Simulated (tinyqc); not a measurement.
Self-heating of a transistor with one or more fingers, with temperature-dependent conductivity: one step, computed by the program tinyqc.

N long parallel fingers lie on the top face of a slab whose bottom is held at T_0; the top is otherwise insulated, and heat flows in two dimensions. P in W/mm is 1000 P in W/m.

Problem. Linear temperature rise of each finger. theta_i = (P/(pi kappa_0)) [g_0 + sum over j != i of g(|i - j| s)], with equal powers and constant conductivity; thermal resistance = largest theta/P.

Inputs (values chosen for the exercise, modelled on diamond):

| quantity | value | unit |
|---|---|---|
| conductivity at the base temperature kappa_0 | 1790 | W/(m K) |
| power per gate width P | 17 | W/mm |
| fingers N | 4 | - |
| width of the heat source w | 0.67 | micrometre |
| phonon free path Lambda | 450 | nm |

Power: power rises with temperature.

own factor g_0 = 7.276832

g(j s), j = 1..7: 2.053241  1.376425  0.997371  0.745074  0.564939  0.431780  0.331486

Give: theta of each finger; largest theta; thermal resistance.

Solution.

theta of each finger (K): 35.38  38.57  38.57  35.38

largest theta = 38.57 K

thermal resistance = 2.269 K mm/W

The neighbours supply 43 % of the rise of the hottest finger, which runs 3.2 K above the outer ones. Caution: the source is narrower than two phonon free paths, so the Fourier result understates the rise at the source.
